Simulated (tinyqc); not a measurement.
What each parameter does: metal-induced gap states at the contact of a metal chain and a two-band chain.

The semiconductor alternates sites A at -Eg/2 and C at +Eg/2 with hopping -t; the gap runs from -Eg/2 to Eg/2. In the gap cosh(q a) = 1 + (Eg^2/4 - E^2)/(2 t^2) and the amplitude changes by -exp(-q a) a period. The metal has site energy 0 and hopping -tm; its end site has g_m = (E - i sqrt(4 tm^2 - E^2))/(2 tm^2). Sites 1, 2, ... count into the semiconductor, with energies e1, e2 alternating. The clean half chain has g1 = 1/(E - e1 - t^2 g2), g2 = 1/(E - e2 - t^2 g1), decaying root. With the contact G11 = 1/(1/g1 - tc^2 g_m), and the density on site j is -Im G_jj/pi = |psi_j/psi_1|^2 (-Im G11/pi), per spin, with psi_2/psi_1 = -t g2, psi_3/psi_2 = -t g1.

Constants: e^2/(4 pi eps0) = 14.39964547 eV angstrom.

Values chosen for the exercise (gap and optical dielectric constant near those of Ge; the chain itself is a model; the results hold for these values, not for the real material):
- Eg = 0.65 eV (gap)
- t = 3.11 eV (hopping in the semiconductor)
- tm = 1.76 eV (hopping in the metal)
- tc = 2.62 eV (hopping across the contact)
- end = C (site that touches the metal)
- a = 4 angstrom (period (two sites); one chain for each area a^2)
- eps = 15.4 (dielectric constant)
- E = -0.24 eV (energy from mid-gap)

xi = 1/(2q), summed density, and S = 1/(1 + 4 pi e^2 N xi/eps), N = 2 (summed density)/a^2.

One parameter was then changed.

Results before and after:
```
case     xi (angstrom)  summed density (1/eV)       S
base            28.389                0.84995  0.0274
changed         28.389                0.61624  0.0375
```

Which of these changes was made? (a) tm = 1.936 eV; (b) end = A; (c) eps = 16.94; (d) tc = 2.882 eV; (e) t = 3.421 eV; (f) Eg = 0.715 eV.

Answer: (b) end = A. Of the candidates, run in turn, only this one gives the changed row.

All candidates:
```
case           xi (angstrom)  summed density (1/eV)       S
base                  28.389                0.84995  0.0274
Eg = 0.715 eV         23.482                0.69113  0.0403
t = 3.421 eV          31.227                0.79877  0.0266
tm = 1.936 eV         28.389                0.79158  0.0294
tc = 2.882 eV         28.389                0.95503  0.0245
eps = 16.94           28.389                0.84995  0.0301
end = A               28.389                0.61624  0.0375
```

The decay length belongs to the semiconductor alone; the metal and the contact set only the amplitude.

tinyqc: `OMP_NUM_THREADS=1 python tinyqc.py 1481798 1481799 out.jsonl`; about 0.01 s, one thread, shared Intel(R) Xeon(R) Processor @ 2.30GHz.
